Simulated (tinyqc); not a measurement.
Channel length: inversion-layer mobility, back-scattering and ballistic limit of a field-effect transistor. Computed by tinyqc, a small Python program. Command: `OMP_NUM_THREADS=1 python tinyqc.py 3031139 3031140 out.jsonl mos walk`. One thread of a shared host (Intel(R) Xeon(R) Processor @ 2.30GHz), about 0.01 s of CPU time with the checks.

The charge at the top of the source barrier is fixed by the gate; series resistance and short-channel effects are left out. F_j are Fermi integrals normalised to exp(eta) in the classical limit.

Inputs (values chosen for the exercise, modelled on a 4H-SiC n-channel): transport mass m = 0.3 m_0; valley degeneracy g_v = 3; weight w of the inversion charge = 0.5; permittivity eps = 9.7; phonon mobility at 1 MV/cm and 300 K, mu_ph = 88 cm^2/(V s); roughness mobility at 1 MV/cm, mu_sr = 51 cm^2/(V s); Coulomb mobility at N_inv = 1e12/cm^2, mu_C = 30 cm^2/(V s); electrical oxide thickness t_inv = 1.8 nm; depletion charge N_dep = 7.9e+11 1/cm^2; gate overdrive V_G - V_T = 0.51 V; drain voltage V_D = 0.7 V; exponent a of the critical length = 0.63; temperature T = 77 K.

Statistics at the top of the barrier: Fermi-Dirac.

Constants: eps_0 = 8.8541878128e-12 F/m; e = 1.602176634e-19 C; m_0 = 9.1093837015e-31 kg; k_B = 1.380649e-23 J/K; hbar = 1.054571817e-34 J s; k_B = 8.617333262e-05 eV/K.

Method:
- N_inv = 3.9 eps_0 (V_G - V_T)/(e t_inv); effective field E_eff = e (N_dep + w N_inv)/(eps eps_0).
- mu_phonon = mu_ph (E_eff/1 MV/cm)^(-0.3) (T/300 K)^(-1.75); mu_rough = mu_sr (E_eff/1 MV/cm)^(-2); mu_Coulomb = mu_C (N_inv/1e12 cm^-2) (T/300 K); Matthiessen's rule adds 1/mu.
- F_j(eta) = (1/Gamma(j + 1)) int_0^infinity x^j/(1 + exp(x - eta)) dx, F_0 = ln(1 + exp(eta)). Integrals over x = E/(k_B T) use 160 Gauss-Legendre points in u = sqrt(x) from 0 to sqrt(max(eta, 0) + 32).
- Ballistic channel: N_2D = g_v m k_B T/(pi hbar^2), U = e V_D/(k_B T); eta_F solves N_inv = (N_2D/2)[F_0(eta_F) + F_0(eta_F - U)]; v_T = sqrt(2 k_B T/(pi m)); I/W = e (N_2D/2) v_T [F_1/2(eta_F) - F_1/2(eta_F - U)]; injection velocity v_T F_1/2(eta_F)/F_0(eta_F).
- Mean free path lambda = (2 k_B T/e)(mu/v_T) F_0(eta_0)/F_-1/2(eta_0), with eta_0 from N_inv = N_2D F_0(eta_0); critical length l = L (1 + U)^(-a), an empirical rule; back-scattering r = l/(l + lambda). Then eta solves N_inv = (N_2D/2)[(1 + r) F_0(eta) + (1 - r) F_0(eta - U)] and I/W = e (N_2D/2) v_T (1 - r)[F_1/2(eta) - F_1/2(eta - U)].
- The last column is the long-channel law e N_inv mu V/L with V = V_D - V_D^2/(2 V_ov) below pinch-off and V_ov/2 above, V_ov = V_G - V_T.

inversion density N_inv = 6.10662e+12 1/cm^2

effective mobility mu = 30.9617 cm^2/(V s)

ballistic current I/W = 852.263 microampere/micrometre

Currents (microampere/micrometre):
```
L (nm)        r     I/W  ballistic ratio  long-channel law
5       0.17383  563.20          0.66083            1544.9
10      0.29617  418.81          0.49140             772.5
20      0.45699  275.86          0.32368             386.2
40      0.62731  163.45          0.19178             193.1
80      0.77098   89.90          0.10548              96.6
160     0.87068   47.28          0.05547              48.3
400     0.94392   19.51          0.02290              19.3
1000    0.97679    7.90          0.00928               7.7
```

What follows from these numbers?

The current scales as L^-0.99 at the long end and as L^-0.43 at the short end, where it reaches 66 % of the ballistic 852. The long-channel law passes the ballistic limit between 5.00 and 10.0 nm and has no meaning below. At 1000 nm the model gives 1.02 times the long-channel law. Raising mu by 10 % at 20 nm raises I by 6.6 %.

Extremes, crossings and ranges named in words are read from the listed rows.
